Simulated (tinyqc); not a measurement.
Frequency dispersion of an accumulation capacitance by border traps, distributed model: two steps of the calculation.

Traps spread evenly through the insulator exchange electrons with the semiconductor by tunnelling, with tau(x) = t0 exp(2 ka x) at depth x from the interface. The admittance per area Y seen at depth x obeys dY/dx = -Y^2/(i w eps0 eox) + q Nb ln(1 + i w tau)/tau, with Y(0) = i w Cs and w = 2 pi f; the gate sees Y(tox) = G + i w C. Working variable y = Y/(i w), in uF/cm^2. Cox = eps0 eox/tox.

Parameters, values chosen for the exercise; permittivity close to that of zirconium oxide: relative permittivity of the insulator eox = 22.5; insulator thickness tox = 4.5 nm; semiconductor capacitance in accumulation Cs = 2.1 uF/cm^2; density of border traps Nb = 3e19 cm^-3 eV^-1; decay constant of the wave function in the insulator ka = 5.7 1/nm; time constant of a trap at the interface t0 = 8e-11 s; frequency f = 100 Hz; depth down to which the steps are taken xe = 1.9 nm.

Constants: q = 1.602176634e-19 C, eps0 = 8.8541878128e-14 F/cm where lengths are in cm. Results are converted to the units shown.

Task 1. Midpoint steps through the active depth. In terms of y: dy/dx = -y^2/(eps0 eox) + s(x), s = q Nb ln(1 + z)/z, z = i w tau. 9 midpoint steps of h = xe/9: y_half = y + (h/2) y'(x, y), y(new) = y + h y'(x + h/2, y_half).

Find: x; s; y.

Result 1.

| point | x (nm) | s (uF/(cm^2 nm)) | y (uF/cm^2) |
|---|---|---|---|
| 0 | 0 | 0.48065+0.00000i | 2.1000+0.0000i |
| 1 | 0.21111 | 0.48065+0.00000i | 2.1535+0.0000i |
| 2 | 0.42222 | 0.48065+0.00000i | 2.2046+0.0000i |
| 3 | 0.63333 | 0.48065-0.00002i | 2.2534+0.0000i |
| 4 | 0.84444 | 0.48065-0.00018i | 2.2999+0.0000i |
| 5 | 1.0556 | 0.48064-0.00203i | 2.3442-0.0001i |
| 6 | 1.2667 | 0.47925-0.02246i | 2.3864-0.0016i |
| 7 | 1.4778 | 0.37183-0.16952i | 2.4233-0.0165i |
| 8 | 1.6889 | 0.06173-0.10193i | 2.3984-0.0523i |
| 9 | 1.9000 | 0.00586-0.01819i | 2.3428-0.0588i |

Task 2. Capacitance and conductance at the gate. Beyond xe the traps are ignored, so 1/y(tox) = 1/y(xe) + (tox - xe)/(eps0 eox); C = Re y, G/w = -Im y, loss tangent G/(w C).

y at xe = 2.3428000-0.0588042i uF/cm^2

Give: y at the gate; C; G/w; loss tangent.

Result 2.

y at the gate = 1.794-0.034i uF/cm^2
C = 1.794 uF/cm^2
G/w = 0.03449 uF/cm^2
loss tangent = 0.01922

Numbers from tinyqc (`OMP_NUM_THREADS=1 python tinyqc.py 2202249 2202250 out.jsonl`; about 0.4 s on one thread of a shared Intel Xeon 2.30GHz).
